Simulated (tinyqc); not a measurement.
# Worked calculation: current crowding under a contact, resistor ladder against the transmission-line model

tinyqc, about 0.01 s, one thread, Intel Xeon 2.30GHz (shared host): `OMP_NUM_THREADS=1 python tinyqc.py 2760062 2760063 out.jsonl` Printed values are rounded.

A metal contact of length d and width W on a thin layer of the same width. The metal has no resistance, the sheet resistance under it equals Rsh, and current enters the layer at the front edge x = 0.

Parameters, values chosen for the exercise: sheet resistance of the semiconductor layer Rsh = 750 ohm/sq; specific contact resistivity rc = 4e-9 ohm cm^2; contact length d = 0.06 um; contact width W = 0.12 um; cells n = 8; current I = 0.5 mA.

## Conductances of the ladder

Cut the contact into n cells of length hc = d/n. Neighbouring cell centres are joined by a = W/(Rsh hc), each centre joins the metal (0 V) by g = W hc/rc, and I enters cell 1 through half a cell: -a v_(i-1) + b_i v_i - a v_(i+1) = I for i = 1 and 0 otherwise, b_i = g + 2 a (g + a at both ends). Rc = v_1/I + 1/(2 a).

a = 0.02133333 S
g = 0.00225 S
b_i, cell 1 to 8 (S): 0.02358333  0.04491667  0.04491667  0.04491667  0.04491667  0.04491667  0.04491667  0.02358333

## Voltages and the share of the current

Cut the contact into n cells of length hc = d/n. Neighbouring cell centres are joined by a = W/(Rsh hc), each centre joins the metal (0 V) by g = W hc/rc, and I enters cell 1 through half a cell: -a v_(i-1) + b_i v_i - a v_(i+1) = I for i = 1 and 0 otherwise, b_i = g + 2 a (g + a at both ends). Rc = v_1/I + 1/(2 a). Cell i passes g v_i to the metal.

```
cell  v_i (mV)  share of the current (%)
1     62.22827                  28.00272
2     45.35391                  20.40926
3     33.26297                  14.96834
4     24.68023                  11.10611
5     18.70049                   8.41522
6     14.69307                   6.61188
7     12.23530                   5.50588
8     11.06797                   4.98059
```

Rc of the ladder = 147.8940 ohm

The first cell passes 28.0 % of the current and the last 4.98 %; an even spread would give 12.5 % each.

## The transmission-line result

Transfer length Lt = sqrt(rc/Rsh); front resistance Rc = (Rsh Lt/W) coth(d/Lt); end resistance Re = (Rsh Lt/W)/sinh(d/Lt). v(x) = I (Rsh Lt/W) cosh((d - x)/Lt)/sinh(d/Lt) at the cell centres x = (i - 1/2) d/n.

Lt = 0.02309401 um
Rc = 145.9451 ohm
Re = 21.60185 ohm
v(x), cell 1 to 8 (mV): 62.16639  45.24020  33.12752  24.53957  18.56261  14.56070  12.10802  10.94363

The ladder's Rc is 1.3 % above this value, with cells 0.32 Lt long.
